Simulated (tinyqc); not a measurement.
Hopping conduction between localised states. From conductance G back to temperature T. Computed by tinyqc, a small Python program. Command: `OMP_NUM_THREADS=1 python tinyqc.py 3006651 3006652 out.jsonl hop inv`. One thread of a shared host (Intel(R) Xeon(R) Processor @ 2.30GHz), about 0.01 s of CPU time with the checks.

Energies are counted from the Fermi level. A small network shows the mechanism; the laws of an infinite system follow.

Inputs (values chosen for the exercise, for a model amorphous semiconductor): localisation length xi = 0.78 nm; conductance scale G_0 = 1 microsiemens.

Dimension: 2D.

sites of the small network (nm, nm, meV):
```
      x     y  energy
1     0  0.05    0.59
2  1.15  1.59   -7.68
3  2.54  0.67    2.31
4  3.41  1.16    5.44
5  5.16  2.17   -1.03
6  6.36  1.59    1.87
7  7.14     2    8.57
8   8.5  1.21    0.08
```

Constants: k_B = 8.617333262e-05 eV/K.

Method. Miller-Abrahams exponent s_ij = 2 r_ij/xi + (|E_i| + |E_j| + |E_i - E_j|)/(2 k_B T); G_ij = G_0 exp(-s_ij). The diagonal is set to 0 and not used. Site 1 is held at potential 1 and site 8 at 0; Kirchhoff's law sum_j G_ij (u_i - u_j) = 0 fixes the others; G = sum_j G_1j (1 - u_j). G_ij = G_0 exp(-s_ij).

Task: A run gave the result below. Find the temperature T, known to lie between 37 and 74 K.

conductance G = 0.0005679027 microsiemens

Result:

Each step takes the trial c = (a f_b - b f_a)/(f_b - f_a), f being the result less the target and a, b, c the logarithms of the listed values; c replaces end b, the old b replaces a if the sign of f changed, and otherwise f_a is halved.

Scan of the range:

| temperature T (K) | conductance G (microsiemens) |
|---|---|
| 37.0 | 4.01245e-04 |
| 41.5 | 4.76940e-04 |
| 46.6 | 5.60656e-04 |
| 52.3 | 6.50472e-04 |
| 58.7 | 7.45706e-04 |
| 65.9 | 8.45265e-04 |
| 74.0 | 9.47754e-04 |

False position (Illinois rule, in the logarithm of the input) inside the bracket:

| step | end a | end b | trial | conductance G (microsiemens) |
|---|---|---|---|---|
| 1 | 46.6000 | 52.3000 | 47.0359 | 5.67676e-04 |
| 2 | 52.3000 | 47.0359 | 47.0496 | 5.67896e-04 |
| 3 | 52.3000 | 47.0496 | 47.0504 | 5.67909e-04 |
| 4 | 47.0496 | 47.0504 | 47.0500 | 5.67903e-04 |

Conductance G rises at every point of a 13-point scan of the range (every second point is shown), so one value fits; it is bracketed by 46.6 and 52.3. Answer: temperature T = 47.05 K.
